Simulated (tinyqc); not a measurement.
Trap-assisted generation and recombination current of an abrupt junction. Changing the reverse bias V_r. Computed by tinyqc, a small Python program. Command: `OMP_NUM_THREADS=1 python tinyqc.py 3023874 3023875 out.jsonl junctionleak sweep`. One thread of a shared host (Intel(R) Xeon(R) Processor @ 2.30GHz), about 0.03 s of CPU time with the checks.

Depletion approximation, flat quasi-Fermi levels across the depleted layer, long neutral regions with minority lifetimes tau_n and tau_p, full ionisation and Boltzmann statistics. Voltages in exponents stand for e V.

Inputs (values chosen for the exercise, with bands and screening modelled on silicon):
```
quantity                              value    unit
gap E_g                                1.11      eV
electron mass m_e                     0.316     m_0
valleys M_c                               6       -
hole mass m_h                         0.803     m_0
dielectric constant eps                12.1       -
acceptor density N_A                1.7e+15   cm^-3
donor density N_D                   2.5e+18   cm^-3
capture time tau_n                  6.4e-06       s
capture time tau_p                  5.3e-06       s
trap level E_t - E_i                      0      eV
electron diffusion coefficient D_n       63  cm^2/s
hole diffusion coefficient D_p            2  cm^2/s
temperature T                           300       K
tunnelling mass m_t                    0.26     m_0
```

Field enhancement: Hurkx tunnelling factor.

Constants: k_B = 8.617333262e-05 eV/K; m_0 = 9.1093837015e-31 kg; k_B = 1.380649e-23 J/K; h = 6.62607015e-34 J s; e = 1.602176634e-19 C; eps_0 = 8.8541878128e-12 F/m; hbar = 1.054571817e-34 J s.

Method:
- N_c = 2 M_c (2 pi m_e k_B T/h^2)^(3/2) and N_v = 2 (2 pi m_h k_B T/h^2)^(3/2), masses in units of m_0.
- n_i = sqrt(N_c N_v) exp(-E_g/2 k_B T); V_bi = (k_B T/e) ln(N_A N_D/n_i^2); diffusion saturation current J_d0 = e n_i^2 [sqrt(D_n/tau_n)/N_A + sqrt(D_p/tau_p)/N_D].
- W = sqrt(2 eps eps_0 (V_bi - V)(1/N_A + 1/N_D)/e), x_p = W N_D/(N_A + N_D), x_n = W - x_p, peak field F_m = 2 (V_bi - V)/W; reverse bias means V = -V_r.
- Both capture times are divided by 1 + Gamma, Gamma = 2 sqrt(3 pi) (F/F_G) exp((F/F_G)^2), F_G = sqrt(24 m_t (k_B T)^3)/(e hbar) (the low-field Hurkx form), F being the local field, linear in x from 0 at the edges to F_m.
- Potential from the p edge: phi = (V_bi - V) x^2/(x_p W) on the p side and (V_bi - V)[1 - (W - x)^2/(x_n W)] on the n side; p = N_A exp(-phi/k_B T), n = n_i^2 exp(V/k_B T)/p; U = (n p - n_i^2)/[tau_p (n + n_i exp(dE/k_B T)) + tau_n (p + n_i exp(-dE/k_B T))], dE = E_t - E_i, n1 = n_i exp(dE/k_B T), p1 = n_i exp(-dE/k_B T); J_t = e int U dx by the trapezoid rule on 400 intervals on each side.
- Generation lifetime tau_g = tau_p exp(dE/k_B T) + tau_n exp(-dE/k_B T); textbook estimate e n_i W/tau_g; generation current J_g = -J_t; total = J_g + J_d0 (1 - exp(-V_r/k_B T)).

One run for each value; columns: (1) reverse bias V_r (V); (2) generation current (A/cm^2); (3) W (nm); (4) peak field F_m (V/cm); (5) estimate e n_i W/tau_g (A/cm^2); (6) total reverse current (A/cm^2):
```
(1)           (2)     (3)         (4)         (5)         (6)
0.10   1.7433e-09   846.0  2.1492e+04  1.2085e-08  1.7748e-09
0.20   2.9168e-09   891.3  2.2643e+04  1.2732e-08  2.9489e-09
0.40   4.9889e-09   975.6  2.4786e+04  1.3937e-08  5.0210e-09
0.79   8.4864e-09  1122.0  2.8504e+04  1.6028e-08  8.5186e-09
1.60   1.4579e-08  1377.1  3.4987e+04  1.9672e-08  1.4611e-08
3.20   2.4550e-08  1776.5  4.5134e+04  2.5378e-08  2.4582e-08
6.30   4.0731e-08  2365.7  6.0102e+04  3.3794e-08  4.0763e-08
13.00  7.0560e-08  3297.1  8.3765e+04  4.7100e-08  7.0592e-08
25.00  1.1808e-07  4507.5  1.1452e+05  6.4390e-08  1.1811e-07
```

Over the rows, generation current (A/cm^2) rises from 1.74e-9 to 1.18e-7 (exponent d ln y / d ln x 0.74 between the first rows and 0.79 between the last); W (nm) rises from 846 to 4510 (exponent d ln y / d ln x 0.075 between the first rows and 0.48 between the last); peak field F_m (V/cm) rises from 21500 to 115000 (exponent d ln y / d ln x 0.075 between the first rows and 0.48 between the last). At the high end the exponent of W is 0.48, close to 0.50: W goes as sqrt(V_bi + V_r). The generation current passes e n_i W/tau_g where the field enhancement 1 + Gamma outweighs the dead zones at the edges.

Extremes, crossings and ranges named in words are read from the listed rows.
